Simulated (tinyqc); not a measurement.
Inside a calculation. Method: geometry optimisation on the UHF/6-31g surface (energies and gradients from PySCF), for H3, spin multiplicity 2. Computed by tinyqc, a small Python program that keeps every step (integrals from PySCF). Settings: charge = 0, multiplicity = 2, basis = 6-31g, optimiser = bfgs, first Hessian = 0.15, largest step = 0.1, iteration cap = 30. Command: `OMP_NUM_THREADS=1 python tinyqc.py 26070 26071 out.jsonl` (the two numbers bound the seeds that draw the settings). One thread of a shared host (Intel(R) Xeon(R) Processor @ 2.60GHz), about 2 s of CPU time with the checks.

## Step 1: energy and gradient

positions at the start (bohr):
```
            x          y         z
1H  -0.024566  -0.011338  0.047243
2H  -0.047243   0.081258  1.753666
3H   0.060471   1.600598  0.948643
```

Self-consistent energy and analytic gradient at these positions.

energy = -1.49150350 hartree

gradient (hartree/bohr):
```
              x            y            z
1H   0.00633807   0.10902384   0.02575499
2H  -0.00190704  -0.01812210   0.04695943
3H  -0.00443103  -0.09090175  -0.07271442
```

## Step 1: move

Quasi-Newton step p = -H^(-1) g (first H = 0.15 times the unit matrix); steps longer than 0.1 bohr are cut back (factor 0.089 here).

positions after step 1 (bohr):
```
            x          y         z
1H  -0.028308  -0.075696  0.032040
2H  -0.046117   0.091956  1.725945
3H   0.063087   1.654258  0.991567
```

## Step 2: energy and gradient

As before.

energy = -1.50726011 hartree

gradient (hartree/bohr):
```
              x            y            z
1H   0.00550437   0.09381395   0.01912910
2H  -0.00165320  -0.01496823   0.04347230
3H  -0.00385117  -0.07884573  -0.06260140
```

## Step 2: move

inverse Hessian in use (bohr^2/hartree), lower triangle:
```
           1          2          3          4          5          6          7          8
1   6.664316
2  -0.049869   5.646468
3  -0.044729  -0.807756   6.341963
4   0.000740   0.015564   0.013590   6.666434
5   0.015086   0.286497   0.161886  -0.004632   6.599610
6   0.011809   0.133185  -0.212652  -0.003312   0.028222   6.970671
7   0.001611   0.034304   0.031138  -0.000507  -0.010454  -0.008497   6.665563
8   0.034782   0.733701   0.645869  -0.010932  -0.219441  -0.161406  -0.023850   6.152406
9   0.032920   0.674571   0.537355  -0.010278  -0.190108  -0.091353  -0.022641  -0.484463

          9
9  6.220664
```

Quasi-Newton step p = -H^(-1) g (the inverse Hessian comes from BFGS updates; coordinates in the order x, y, z of each atom); steps longer than 0.1 bohr are cut back (factor 0.141 here).

positions after step 2 (bohr):
```
            x          y         z
1H  -0.032051  -0.134076  0.039221
2H  -0.045012   0.097333  1.679610
3H   0.065725   1.707260  1.030720
```

## Convergence

Stop when the largest gradient component is below 3e-5 hartree/bohr. The inverse Hessian follows the BFGS update with s = step, y = change of gradient.

Course of the optimisation:
```
step  E (hartree)  largest gradient (hartree/bohr)
1     -1.49150350                         1.09e-01
2     -1.50726011                         9.38e-02
3     -1.52063186                         8.10e-02
4     -1.53215058                         8.19e-02
5     -1.54329416                         8.08e-02
6     -1.55354696                         7.69e-02
7     -1.56283897                         7.05e-02
8     -1.57114025                         6.37e-02
9     -1.57846383                         5.68e-02
10    -1.58501281                         5.05e-02
11    -1.59052695                         4.43e-02
12    -1.59564926                         3.90e-02
13    -1.59999447                         3.39e-02
14    -1.60381678                         2.94e-02
15    -1.60710093                         2.53e-02
16    -1.60992894                         2.17e-02
17    -1.61234708                         1.85e-02
18    -1.61440849                         1.57e-02
19    -1.61615838                         1.33e-02
20    -1.61763894                         1.13e-02
21    -1.61888753                         9.49e-03
22    -1.61993750                         7.97e-03
23    -1.62081807                         6.67e-03
24    -1.62155481                         5.57e-03
25    -1.62216984                         4.65e-03
26    -1.62268224                         3.87e-03
27    -1.62310833                         3.21e-03
28    -1.62346204                         2.66e-03
29    -1.62375516                         2.20e-03
30    -1.62399768                         1.82e-03
```

Distances after the last move, whose energy is not in the table (angstrom):
```
pair   distance
2H-1H  0.729910
3H-1H  2.660598
3H-2H  2.745346
```

Not converged within 30 steps: the energy falls at every step, but slowly. Reruns: method bfgs, first Hessian 0.6, largest step 0.3: not converged.
